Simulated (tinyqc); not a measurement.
Nanosheet or nanowire with hard walls, valleys of the Si type: one step. One-dimensional subbands. Three cases, with inputs chosen for the exercise.

Task: The ten lowest levels of all groups together, numbered within each group.

Hard walls around a W x H rectangle. The block w_c of w in (y, z) confines; the transport mass follows from 1/m_x = w_xx - w_xc w_c^-1 w_cx. The cross-section problem c (w_yy ky^2 + 2 w_yz ky kz + w_zz kz^2), c = hbar^2/2m0, is solved in products sin(n pi y/W) sin(l pi z/H), n, l = 1 to 12; if w_yz = 0 the levels are c pi^2 (w_yy n^2/W^2 + w_zz l^2/H^2). The w_yz term couples (n, l) to (n', l') by -2 c w_yz D_nn'(W) D_ll'(H) with D_nm(L) = 4 n m/(L (n^2 - m^2)) for n + m odd and 0 otherwise.

Constants: hbar^2/2m0 = 3.80998211 eV angstrom^2.

Give: Subbands.

Case 1.

Values chosen (out of a larger set: near those of Si; not measured data): W = 210 angstrom (width, along y); H = 56 angstrom (height, along z = [001]).

Valleys:
```
group  valleys g      w_yy      w_zz    |w_yz|  m_x (m0)
A              2  5.208333  1.079914  0.000000  0.192000
B              4  3.144123  5.208333  0.000000  0.559000
```

Result:

Subbands:
```
label  valleys g  m_x (m0)  E (eV)
A1             2    0.1920  0.0174
A2             2    0.1920  0.0307
A3             2    0.1920  0.0529
A4             2    0.1920  0.0562
B1             4    0.5590  0.0651
A5             2    0.1920  0.0696
B2             4    0.5590  0.0732
A6             2    0.1920  0.0840
B3             4    0.5590  0.0866
A7             2    0.1920  0.0918
```

The lowest subband is A1; the number of further ones in the list within kB T = 6.6 meV of it at 77 K is 0.

Case 2.

Values chosen (out of a larger set: near those of Si; not measured data): W = 100 angstrom (width, along y); H = 32 angstrom (height, along z = [001]).

Valleys:
```
group  valleys g      w_yy      w_zz    |w_yz|  m_x (m0)
A              2  5.319149  1.082251  0.000000  0.188000
B              2  1.082251  5.319149  0.000000  0.188000
C              2  5.319149  5.319149  0.000000  0.924000
```

Result:

Subbands:
```
label  valleys g  m_x (m0)  E (eV)
A1             2    0.1880  0.0597
A2             2    0.1880  0.1197
A3             2    0.1880  0.1790
B1             2    0.1880  0.1994
B2             2    0.1880  0.2116
C1             2    0.9240  0.2153
A4             2    0.1880  0.2198
B3             2    0.1880  0.2320
A5             2    0.1880  0.2390
B4             2    0.1880  0.2604
```

The lowest subband is A1; the number of further ones in the list within kB T = 30.2 meV of it at 350 K is 0.

Case 3.

Values chosen (out of a larger set: near those of Si; not measured data): W = 90 angstrom (width, along y); H = 44 angstrom (height, along z = [001]).

Valleys:
```
group  valleys g      w_yy      w_zz    |w_yz|  m_x (m0)
A              2  5.347594  1.102536  0.000000  0.187000
B              4  3.225065  5.347594  0.000000  0.547000
```

Result:

Subbands:
```
label  valleys g  m_x (m0)  E (eV)
A1             2    0.1870  0.0462
A2             2    0.1870  0.1105
B1             4    0.5470  0.1188
A3             2    0.1870  0.1207
B2             4    0.5470  0.1638
A4             2    0.1870  0.1850
A5             2    0.1870  0.2176
B3             4    0.5470  0.2386
A6             2    0.1870  0.2448
A7             2    0.1870  0.2920
```

The lowest subband is A1; the number of further ones in the list within kB T = 6.6 meV of it at 77 K is 0.

Computed by tinyqc, one run a case: `OMP_NUM_THREADS=1 python tinyqc.py N N+1 out.jsonl` with N = 1281286, 1281289, 1281463; one thread of a shared Intel(R) Xeon(R) Processor @ 2.30GHz, about 0.05 s a run at most.
